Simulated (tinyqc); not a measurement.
Lossy package transmission line with skin effect: line properties against frequency.

A uniform line in a homogeneous dielectric: c = sqrt(er)/(c0 Z0), l = Z0 sqrt(er)/c0 (c0 = 299792458 m/s), g = w c td, w = 2 pi f. The resistance joins its limits as r = sqrt(r_dc^2 + r_hf^2), with r_dc = rho/(wd th), r_hf = kr rho/(2 delta (wd + th)), delta = sqrt(rho/(pi f mu0)), mu0 = 4 pi 1e-7 H/m; this is an interpolation, and internal inductance, up to 0.05 nH/mm at low frequency, is neglected.

gamma = sqrt((r + i w l)(g + i w c)) = alpha + i beta, Zc = sqrt((r + i w l)/(g + i w c)), roots with positive real part; loss 8.685889638 alpha in dB; phase velocity w/beta. ZL = 1/(1/RL + i w CL); reflection (ZL - Zc)/(ZL + Zc); Zin = Zc (ZL + Zc tanh(gamma len))/(Zc + ZL tanh(gamma len)); H = V_load/V_source = [Zin/(Zin + Rg)]/[cosh(gamma len) + (Zc/ZL) sinh(gamma len)].

Values chosen for this exercise: width of the strip wd = 33 um; thickness of the strip th = 14 um; resistivity rho = 2 uohm cm; relative permittivity er = 3; loss tangent td = 0.01; lossless impedance sqrt(l/c) Z0 = 60 ohm; factor for crowding and the return path kr = 2; length len = 7.1 mm; source resistance Rg = 25 ohm; load resistance RL = 1e5 ohm; load capacitance CL = 300 fF.

Results:

| f (GHz) | r (ohm/mm) | r/(w l) | loss (dB/mm) | \|Zc\| (ohm) | phase velocity over c0 | length in wavelengths | \|H\| (dB) |
|---|---|---|---|---|---|---|---|
| 0.01 | 0.04724 | 2.169 | 0.002648 | 92.72 | 0.4450 | 5.322e-4 | -0.002251 |
| 0.03 | 0.05428 | 0.8307 | 0.003714 | 68.41 | 0.5393 | 0.001317 | -0.002094 |
| 0.3 | 0.1122 | 0.1718 | 0.008569 | 60.44 | 0.5755 | 0.01235 | 0.03406 |
| 0.8 | 0.1746 | 0.1002 | 0.01388 | 60.15 | 0.5768 | 0.03285 | 0.2685 |
| 2 | 0.2709 | 0.06218 | 0.02275 | 60.06 | 0.5772 | 0.08207 | 1.748 |
| 7 | 0.5021 | 0.03293 | 0.04737 | 60.01 | 0.5773 | 0.2872 | -0.7321 |
| 20 | 0.8466 | 0.01943 | 0.09281 | 60.00 | 0.5773 | 0.8204 | -8.165 |
| 60 | 1.465 | 0.01121 | 0.2006 | 60.00 | 0.5774 | 2.461 | -13.39 |

Estimate the missing row, f = 0.09 GHz.

Computed row:

| f (GHz) | r (ohm/mm) | r/(w l) | loss (dB/mm) | \|Zc\| (ohm) | phase velocity over c0 | length in wavelengths | \|H\| (dB) |
|---|---|---|---|---|---|---|---|
| 0.09 | 0.07135 | 0.3640 | 0.005228 | 61.89 | 0.5688 | 0.003747 | 4.670e-4 |

With this row back in the table: r equals w l at 0.0240 GHz: below it |Zc| and the delay grow as in an RC line, above it |Zc| tends to Z0 = 60 ohm and the velocity to 1/sqrt(er) = 0.577 c0. The loss goes as f^(0.31) between the first two rows and f^(0.70) between the last two. |H| is -0.00225 dB in the first row and -13.4 dB in the last; between rows it can pass through resonances that the table doesn't show.

tinyqc, about 0.01 s, one thread, Intel Xeon 2.30GHz (shared host): `OMP_NUM_THREADS=1 python tinyqc.py 2810155 2810156 out.jsonl`
